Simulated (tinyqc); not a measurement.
## Voltage drop against the resistance of a horizontal segment

A grid of 25 by 25 nodes with segments Rx (rows) and Ry (columns); every node draws I1 and the central node kh I1; pads with resistance Rp sit at the nodes whose row and column are multiples of the pitch, counting from 0. The drops u = Vdd - V follow from G u = i, with G the conductance matrix and i the load currents, solved directly. Here the pitch is 3.

Values chosen for this exercise:
```
symbol,value,unit,meaning
Vdd,0.65,V,supply voltage
Ry,0.61,ohm,resistance of a vertical segment
Rp,0.21,ohm,resistance from a pad node to the supply
kh,3,,factor on the load at the hot node
I1,0.62,mA,load current of a node in the large grid
```

Result of one run:
columns A: Rx (ohm); B: pads; C: worst drop (mV); D: mean drop (mV); E: largest drop at a pad (mV); F: largest pad current (mA); G: worst drop over Vdd (%)
```
A      B       C       D       E       F        G
0.37  81  1.9579  1.5922  1.3013  6.1968  0.30121
```

What becomes of these results when the resistance of a horizontal segment Rx is changed from 0.37 to 1.5 ohm, all else the same?

Result of the changed run:
columns A: Rx (ohm); B: pads; C: worst drop (mV); D: mean drop (mV); E: largest drop at a pad (mV); F: largest pad current (mA); G: worst drop over Vdd (%)
```
A     B       C       D       E       F        G
1.5  81  2.7982  2.1923  1.3452  6.4055  0.43049
```

The whole series:
columns A: Rx (ohm); B: pads; C: worst drop (mV); D: mean drop (mV); E: largest drop at a pad (mV); F: largest pad current (mA); G: worst drop over Vdd (%)
```
A       B       C       D       E       F        G
0.046  81  1.5719  1.3228  1.1994  5.7116  0.24183
0.093  81  1.6490  1.3710  1.2343  5.8777  0.25370
0.19   81  1.7744  1.4577  1.2710  6.0523  0.27299
0.37   81  1.9579  1.5922  1.3013  6.1968  0.30121
0.74   81  2.2632  1.8160  1.3263  6.3158  0.34818
1.5    81  2.7982  2.1923  1.3452  6.4055  0.43049
3      81  3.7667  2.8443  1.3584  6.4685  0.57949
```

The worst drop rises from 1.57 to 3.77 mV and the mean drop rises from 1.32 to 2.84 mV. The worst drop goes as Rx^(0.07) between the first two rows and Rx^(0.43) between the last two. The central node is itself a pad.

Numbers from tinyqc (`OMP_NUM_THREADS=1 python tinyqc.py 2770220 2770221 out.jsonl`; about 0.3 s on one thread of a shared Intel Xeon 2.30GHz).
